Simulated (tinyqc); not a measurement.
## Inverter chain driving a load

N inverters, each f = Hc^(1/N) times larger than the one before: delay tau N (f + pp). Switched capacitance in units of the first input, with output capacitance pp times the input: Hc + (1 + pp)(Hc - 1)/(f - 1).

Values chosen for this exercise: load over the input capacitance of the chain Hc = 370; parasitic delay of an inverter pp = 1; delay unit tau = 4.8 ps.

Inverter chain driving a load:
```
N       f  delay (ps)  switched capacitance
2  19.235      194.26                410.47
3  7.1791      117.78                489.44
4  4.3858      103.41                587.97
5  3.2632      102.32                696.09
6  2.6794      105.97                809.45
7  2.3275      111.80                925.94
8  2.0942      118.82                1044.4
9  1.9291      126.54                1164.3
```

The delay goes from 194 through a minimum of 102 (at N = 5 among the rows listed) to 127 ps. The best stage effort solves pp + rho (1 - ln rho) = 0, rho = 3.59, which gives N = ln Hc/ln rho = 4.63. One stage fewer than the best costs 1.1 % in delay and saves 16 % of the switched capacitance.

Program tinyqc, `OMP_NUM_THREADS=1 python tinyqc.py 2082039 2082040 out.jsonl`; Intel Xeon 2.30GHz, shared host, one thread, about 0.01 s.
